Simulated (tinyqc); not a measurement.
Leakage against temperature: trap-assisted generation and recombination current of an abrupt junction. Computed by tinyqc, a small Python program. Command: `OMP_NUM_THREADS=1 python tinyqc.py 3006594 3006595 out.jsonl junctionleak walk`. One thread of a shared host (Intel(R) Xeon(R) Processor @ 2.30GHz), about 0.01 s of CPU time with the checks.

Depletion approximation, flat quasi-Fermi levels across the depleted layer, long neutral regions with minority lifetimes tau_n and tau_p, full ionisation and Boltzmann statistics. Voltages in exponents stand for e V.

Inputs (values chosen for the exercise, with bands and screening modelled on InP):
```
quantity                              value    unit
gap E_g                                1.33      eV
electron mass m_e                     0.076     m_0
valleys M_c                               1       -
hole mass m_h                         0.622     m_0
dielectric constant eps                12.1       -
acceptor density N_A                2.5e+15   cm^-3
donor density N_D                   2.4e+17   cm^-3
capture time tau_n                    2e-07       s
capture time tau_p                  6.7e-08       s
trap level E_t - E_i                 0.0057      eV
electron diffusion coefficient D_n       13  cm^2/s
hole diffusion coefficient D_p            3  cm^2/s
reverse bias V_r                        4.5       V
temperature T                           400       K
tunnelling mass m_t                    0.25     m_0
```

Field enhancement: Hurkx tunnelling factor.

Constants: k_B = 8.617333262e-05 eV/K; m_0 = 9.1093837015e-31 kg; k_B = 1.380649e-23 J/K; h = 6.62607015e-34 J s; e = 1.602176634e-19 C; eps_0 = 8.8541878128e-12 F/m; hbar = 1.054571817e-34 J s.

Method:
- N_c = 2 M_c (2 pi m_e k_B T/h^2)^(3/2) and N_v = 2 (2 pi m_h k_B T/h^2)^(3/2), masses in units of m_0.
- n_i = sqrt(N_c N_v) exp(-E_g/2 k_B T); V_bi = (k_B T/e) ln(N_A N_D/n_i^2); diffusion saturation current J_d0 = e n_i^2 [sqrt(D_n/tau_n)/N_A + sqrt(D_p/tau_p)/N_D].
- W = sqrt(2 eps eps_0 (V_bi - V)(1/N_A + 1/N_D)/e), x_p = W N_D/(N_A + N_D), x_n = W - x_p, peak field F_m = 2 (V_bi - V)/W; reverse bias means V = -V_r.
- Both capture times are divided by 1 + Gamma, Gamma = 2 sqrt(3 pi) (F/F_G) exp((F/F_G)^2), F_G = sqrt(24 m_t (k_B T)^3)/(e hbar) (the low-field Hurkx form), F being the local field, linear in x from 0 at the edges to F_m.
- Potential from the p edge: phi = (V_bi - V) x^2/(x_p W) on the p side and (V_bi - V)[1 - (W - x)^2/(x_n W)] on the n side; p = N_A exp(-phi/k_B T), n = n_i^2 exp(V/k_B T)/p; U = (n p - n_i^2)/[tau_p (n + n_i exp(dE/k_B T)) + tau_n (p + n_i exp(-dE/k_B T))], dE = E_t - E_i, n1 = n_i exp(dE/k_B T), p1 = n_i exp(-dE/k_B T); J_t = e int U dx by the trapezoid rule on 400 intervals on each side.
- The gap, capture times and diffusion coefficients are held fixed. J_g = -J_t at V = -V_r. The last column is -k_B d ln(J_g + J_d0)/d(1/T) from this row and the one above.

peak field F_m = 63682.4 V/cm

Reverse current:
```
T (K)  generation (A/cm^2)  diffusion (A/cm^2)  activation energy (eV)
320             1.1296e-08          4.6294e-15                       -
360             1.8422e-07          1.4008e-12                 0.69284
400             1.7528e-06          1.3982e-10                 0.69892
450             1.7063e-05          1.4486e-08                 0.70621
500             1.0767e-04          6.1341e-07                 0.71622
560             6.5196e-04          2.3537e-05                 0.73619
640             4.4124e-03          1.1013e-03                 0.81054
```

What follows from these numbers?

The activation energy goes from 0.693 to 0.811 eV. Generation alone gives about E_g/2 + dE if tau_p exp(dE/k_B T) exceeds tau_n exp(-dE/k_B T), else E_g/2 - dE, here 0.659 eV, plus 1.5 k_B T, less where tunnelling helps, and diffusion E_g = 1.33 eV plus 3 k_B T; generation rules in every row.

Extremes, crossings and ranges named in words are read from the listed rows.
